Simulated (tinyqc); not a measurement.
From results back to parameters: cyclotron resonance of ellipsoidal valleys, Ge type. Four cases, with inputs chosen for the exercise.

Problem. The cyclotron masses of the valleys [111] and [11-1] at this angle were computed from hidden ml and mt.

Valleys along [111], [-111], [1-11], [11-1], mass ml along the axis and mt across it. B lies in the (1-10) plane, b = (sin(theta)/sqrt2, sin(theta)/sqrt2, cos(theta)). For the angle phi between B and the axis, 1/mc^2 = cos^2(phi)/mt^2 + sin^2(phi)/(mt ml). Resonance: h nu = 2 muB B/mc, h = 2 pi hbar.

Find: X = 1/mt^2; Y = 1/(mt ml); mt; ml.

Case 1.

Values chosen (out of a larger set: near those of Ge; not measured data): theta = 61 degrees (angle of B from [001] towards [110]).

mc of [111] = 0.084478 m0
mc of [11-1] = 0.174646 m0

Solution.

X = 1/mt^2 = 141.72
Y = 1/(mt ml) = 7.473
mt = 0.084 m0
ml = 1.59 m0

With cos^2(phi) = 0.9881 and 0.1885, the two values of 1/mc^2 are linear equations for X and Y; mt = 1/sqrt(X), ml = sqrt(X)/Y.

Case 2.

Values chosen (out of a larger set: near those of Ge; not measured data): theta = 49 degrees (angle of B from [001] towards [110]).

mc of [111] = 0.082391 m0
mc of [11-1] = 0.252074 m0

Solution.

X = 1/mt^2 = 148.72
Y = 1/(mt ml) = 7.792
mt = 0.082 m0
ml = 1.56 m0

With cos^2(phi) = 0.9900 and 0.0564, the two values of 1/mc^2 are linear equations for X and Y; mt = 1/sqrt(X), ml = sqrt(X)/Y.

Case 3.

Values chosen (out of a larger set: near those of Ge; not measured data): theta = 28 degrees (angle of B from [001] towards [110]).

mc of [111] = 0.089007 m0
mc of [11-1] = 0.311843 m0

Solution.

X = 1/mt^2 = 156.25
Y = 1/(mt ml) = 7.911
mt = 0.080 m0
ml = 1.58 m0

With cos^2(phi) = 0.7976 and 0.0160, the two values of 1/mc^2 are linear equations for X and Y; mt = 1/sqrt(X), ml = sqrt(X)/Y.

Case 4.

Values chosen (out of a larger set: near those of Ge; not measured data): theta = 66 degrees (angle of B from [001] towards [110]).

mc of [111] = 0.087595 m0
mc of [11-1] = 0.156659 m0

Solution.

X = 1/mt^2 = 135.21
Y = 1/(mt ml) = 7.350
mt = 0.086 m0
ml = 1.58 m0

With cos^2(phi) = 0.9618 and 0.2612, the two values of 1/mc^2 are linear equations for X and Y; mt = 1/sqrt(X), ml = sqrt(X)/Y.

Computed by tinyqc, one run a case: `OMP_NUM_THREADS=1 python tinyqc.py N N+1 out.jsonl` with N = 1251809, 1251915, 1251922, 1252061; one thread of a shared Intel(R) Xeon(R) Processor @ 2.30GHz, about 0.01 s a run at most.
